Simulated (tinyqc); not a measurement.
## Inductance and parasitic capacitance from two readings

Problem. A loss-free coil L in parallel with C shows the apparent inductance L/(1 - w^2 L C), w = 2 pi f. Find L, C and the self-resonance 1/(2 pi sqrt(L C)).

apparent inductance at 15 and 27 GHz (nH): [0.70317157, 1.3411552]

Answer. The inverse of the reading is 1/L - w^2 C, a straight line in w^2.

L = 0.5800 nH
C = 34.00 fF
self-resonance = 35.84 GHz

Computed by the program tinyqc: `OMP_NUM_THREADS=1 python tinyqc.py 2302123 2302124 out.jsonl`, one thread of a shared Intel Xeon 2.30GHz, about 0.01 s for the whole run.
